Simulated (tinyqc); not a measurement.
Carrier density against temperature: charge neutrality of a doped semiconductor with incomplete ionisation. Computed by tinyqc, a small Python program. Command: `OMP_NUM_THREADS=1 python tinyqc.py 3011251 3011252 out.jsonl dopant walk`. One thread of a shared host (Intel(R) Xeon(R) Processor @ 2.30GHz), about 0.03 s of CPU time with the checks.

Energies are counted from the top of the valence band; E_D is measured down from the conduction band and E_A up from the valence band.

Inputs (values chosen for the exercise, for a model semiconductor):
```
quantity                   value   unit
gap at 0 K E_g0             6.95     eV
Varshni alpha            0.00228   eV/K
Varshni beta                1570      K
electron mass m_e          0.332    m_0
valleys M_c                    1      -
hole mass m_h               2.79    m_0
donor density N_D        5.4e+17  cm^-3
acceptor density N_A     4.1e+17  cm^-3
donor depth E_D            0.201     eV
acceptor depth E_A         0.432     eV
donor degeneracy g_D           2      -
acceptor degeneracy g_A        4      -
```

Doping: n-type, compensated. Statistics of the bands: Boltzmann.

Constants: k_B = 8.617333262e-05 eV/K; m_0 = 9.1093837015e-31 kg; k_B = 1.380649e-23 J/K; h = 6.62607015e-34 J s.

Method:
- E_g = E_g0 - alpha T^2/(T + beta).
- N_c = 2 M_c (2 pi m_e k_B T/h^2)^(3/2) and N_v = 2 (2 pi m_h k_B T/h^2)^(3/2), masses in units of m_0.
- n = N_c exp((E_F - E_g)/k_B T), p = N_v exp(-E_F/k_B T).
- N_D+ = N_D/(1 + g_D exp((E_F - E_g + E_D)/k_B T)).
- N_A- = N_A/(1 + g_A exp((E_A - E_F)/k_B T)).
- Neutrality: p + N_D+ = n + N_A-; the log ratio is ln[(p + N_D+)/(n + N_A-)].
- Neutrality is solved by bisection at each T. The last column is -k_B d ln(n T^-3/2)/d(1/T) from this row and the one above; it turns negative as ionisation nears completion, when the density grows more slowly than that power of T.

Against temperature:
```
T (K)   n (cm^-3)  E_F from the band edge (eV)  ionised share  activation energy (eV)
83     6.9116e+04                      0.21417        0.75926                       -
110    1.0442e+08                      0.21846        0.75926                 0.20100
150    4.7485e+10                      0.22481        0.75926                 0.20100
210    6.6871e+12                      0.23433        0.75927                 0.20100
300    3.1868e+14                      0.24870        0.75985                 0.20081
330    7.4224e+14                      0.25359        0.76063                 0.19978
520    1.6439e+16                      0.29135        0.78970                 0.18800
600    3.1171e+16                      0.31419        0.81698                 0.14289
780    6.6912e+16                      0.38355        0.88317                 0.08298
```

What follows from these numbers?

Between the two coldest rows the activation energy is 0.201 eV, 1.00 of the dopant depth: with compensation E_F is pinned at the level and the full depth shows. No row comes within 10 % of the net doping.
